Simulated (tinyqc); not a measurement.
Finite-size error of a charged defect in a periodic cell: Madelung and Makov-Payne terms. Which input was changed? Computed by tinyqc, a small Python program. Command: `OMP_NUM_THREADS=1 python tinyqc.py 3023702 3023703 out.jsonl imagecharge which`. One thread of a shared host (Intel(R) Xeon(R) Processor @ 2.30GHz), about 0.8 s of CPU time with the checks.

L is the cube root of the cell volume. The defect charge is a Gaussian, rho(r) = q (2 pi sigma^2)^(-3/2) exp(-r^2/2 sigma^2), repeated periodically in a uniform neutralising background and screened by a continuum. The model cell energy is E(L) = E_0 + [periodic - isolated electrostatic energy].

Inputs (values chosen for the exercise, for a model host): charge q = 2 e; cell length L = 16.1 angstrom; dielectric constant eps = 11.8; axis ratio c/a = 1.74; width sigma of the defect charge = 0.87 angstrom; formation energy of the isolated defect E_0 = 4.978 eV.

Supercell lattice: tetragonal. Screening: isotropic.

Constants: e^2/(4 pi eps_0) = 14.39964548 eV angstrom.

Method:
- Cell vectors: (1,0,0), (0,1,0), (0,0,c/a), scaled to volume L^3.
- Ewald sum for a unit point charge: scale each Cartesian component of the cell by 1/sqrt(eps_i), giving R', G' and V'; E = [ (1/2) sum erfc(eta R')/R' + (2 pi/V') sum exp(-G'^2/4 eta^2)/G'^2 - eta/sqrt(pi) - pi/(2 V' eta^2) ] e^2/(4 pi eps_0) / sqrt(eps_x eps_y eps_z), over n_i = -6..6, omitting n = (0,0,0), eta = 2/V'^(1/3). alpha = -2 E eps_g L/(e^2/(4 pi eps_0)), eps_g = (eps_x eps_y eps_z)^(1/3).
- Periodic energy of the Gaussian: (2 pi q^2/V) sum_(G != 0) exp(-sigma^2 G^2)/(G.eps.G) x e^2/(4 pi eps_0), n_i = -k..k with k = max(9, L/sigma rounded up). Isolated energy: q^2/(2 sqrt(pi) sigma) <1/(n.eps.n)> e^2/(4 pi eps_0), the mean over directions n, here 1/eps.
- Second radial moment Q = q <r^2> = 3 q sigma^2; E(corrected) = E(L) + q^2 alpha e^2/(4 pi eps_0)/(2 eps L) - 2 pi q Q e^2/(4 pi eps_0)/(3 eps L^3). Errors left are the corrected energies less E_0.

Problem. One of these inputs alone was changed, within the range given: cell length L (8.05 to 30); dielectric constant eps (5.9 to 23.6); width sigma of the defect charge (0.6 to 1.74); axis ratio c/a (0.87 to 2.2). Which one, and to what value?

Results:
```
run     isolated energy (eV)  error left after the first term (eV)  Madelung constant alpha
before              1.582725                           0.005562506                 2.499356
after               2.169124                           0.007623412                 2.499356
```

Solution.

Each candidate set to reproduce isolated energy, and what it then gives:
```
candidate                                    range searched  value needed  error left after the first term (eV)  Madelung constant alpha
cell length L (angstrom)                         8.05 to 30     no effect                                     -                        -
dielectric constant eps                         5.9 to 23.6         8.610                             0.0076234                   2.4994
width sigma of the defect charge (angstrom)     0.6 to 1.74        0.6348                             0.0029615                   2.4994
axis ratio c/a                                  0.87 to 2.2     no effect                                     -                        -
```

Only dielectric constant eps fits every result: it went from 11.8 to 8.61. The next best candidate, width sigma of the defect charge, misses one result by 61 %.
